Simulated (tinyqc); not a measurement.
Comparisons within one model: defect-molecule model of a vacancy with Jahn-Teller distortion. A value that a table varies takes the place of the one given here.

Four dangling hybrids a, b, c, d point into the vacancy: H_ii = E0, and -gm between any two. A tetragonal distortion Q pairs a with b and c with d: those two couplings become -gm - I Q and the other four -gm + I Q/2, at an elastic cost k Q^2/2. The a1 level holds two electrons; charge states 2+, + and 0 put n = 0, 1, 2 more into the lowest level of t2 origin. Energy from the 2+ state at Q = 0, with the Fermi level mu counted from Ev: W_n(Q) = n (et - 2 I Q) + k Q^2/2 + Uc n (n - 1)/2 - n mu. et = E0 + gm is the undistorted t2 level.

Constants: kB = 8.617333262e-05 eV/K.

Values chosen for the exercise (of the size used for the vacancy in silicon; not measured data):
```
symbol  value  unit           meaning
E0      -0.13  eV             level of a dangling hybrid, from Ev
gm      0.35   eV             coupling between two dangling hybrids
I       0.99   eV/angstrom    Jahn-Teller coupling
k       16.7   eV/angstrom^2  force constant of the mode
Uc      0.19   eV             repulsion of two electrons in one orbital
T       300    K              temperature
mu1     -0.04  eV             first Fermi level
```

## Occupation against the Fermi level

Weights g_n exp(-W_n/kT) with W_n = n et - n^2 E_JT + Uc n (n - 1)/2 - n mu, E_JT = 2 I^2/k, degeneracies 1, 6 (spin and three axes) and 3; mu = mu1 + 0.03 j eV.

Shares:
```
mu (eV)      2+       +       0  mean charge
-0.04    0.9762  0.0235  0.0003       1.9759
-0.01    0.9262  0.0713  0.0026       1.9236
0.02     0.7850  0.1928  0.0223       1.7627
0.05     0.4825  0.3781  0.1394       1.3430
0.08     0.1552  0.3881  0.4568       0.6984
0.11     0.0257  0.2049  0.7695       0.2562
0.14     0.0030  0.0768  0.9202       0.0828
0.17     0.0003  0.0255  0.9742       0.0261
0.20     0.0000  0.0081  0.9918       0.0082
```

U_eff = Uc - 2 E_JT = -0.045 eV and kT = 25.9 meV. The + state reaches at most 38.8 % on these rows, at mu = 0.08 eV. The mean charge goes from 1.98 to 0.01. Rows with mu < 0 lie in the valence band and are formal.

## When U turns negative

The force constant is varied. E_JT = 2 I^2/k, E(2+/+) = et - E_JT, E(+/0) = et - 3 E_JT + Uc, U_eff = Uc - 2 E_JT.

Against k:
```
k (eV/angstrom^2)  E_JT (eV)  (2+/+) (eV)  (+/0) (eV)  U_eff (eV)  Q of the neutral state (angstrom)
8                     0.2450      -0.0250     -0.3251     -0.3000                             0.4950
12                    0.1633       0.0566     -0.0800     -0.1367                             0.3300
16                    0.1225       0.0975      0.0425     -0.0550                             0.2475
24                    0.0817       0.1383      0.1650      0.0267                             0.1650
32                    0.0613       0.1587      0.2262      0.0675                             0.1237
48                    0.0408       0.1792      0.2875      0.1083                             0.0825
64                    0.0306       0.1894      0.3181      0.1287                             0.0619
96                    0.0204       0.1996      0.3487      0.1492                             0.0413
```

k at which U_eff = 0 = 20.63 eV/angstrom^2

Levels below 0 lie in the valence band. U_eff is negative for k below 4 I^2/Uc = 20.6: 3 of the 8 rows. The gain grows as n^2, so the second electron wins 3 E_JT where the first wins E_JT. For a stiff lattice the levels tend to et = 0.220 and et + Uc = 0.410 eV.

## What each parameter does

E_JT = 2 I^2/k, E(2+/+) = et - E_JT, E(+/0) = et - 3 E_JT + Uc, U_eff = E(+/0) - E(2+/+); a1 level E0 - 3 gm. Each row changes one parameter from the base and keeps the others.

Results:
```
case                     (2+/+) (eV)  (+/0) (eV)  U_eff (eV)  a1 (eV)
base                          0.1026      0.0579     -0.0448  -1.1800
E0 = -0.08 eV                 0.1526      0.1079     -0.0448  -1.1300
gm = 0.39 eV                  0.1426      0.0979     -0.0448  -1.3000
I = 1.089 eV/angstrom         0.0780     -0.0161     -0.0941  -1.1800
k = 18.37 eV/angstrom^2       0.1133      0.0899     -0.0234  -1.1800
Uc = 0.25 eV                  0.1026      0.1179      0.0152  -1.1800
```

The largest shifts from the base row, up to three for each result and ties (the steps differ in size, so this ranks the rows, not the parameters). (2+/+) (eV): E0 +0.0500, gm +0.0400, I -0.0246; unchanged at the printed digits by Uc. (+/0) (eV): I -0.0739, Uc +0.0600, E0 +0.0500. U_eff (eV): Uc +0.0600, I -0.0493, k +0.0213; unchanged at the printed digits by E0 and gm. a1 (eV): gm -0.1200, E0 +0.0500; unchanged at the printed digits by I, k and Uc. E0 and gm move both levels alike, so U_eff depends on I, k and Uc alone.

tinyqc: `OMP_NUM_THREADS=1 python tinyqc.py 1450391 1450392 out.jsonl`; about 0.01 s, one thread, shared Intel(R) Xeon(R) Processor @ 2.30GHz.
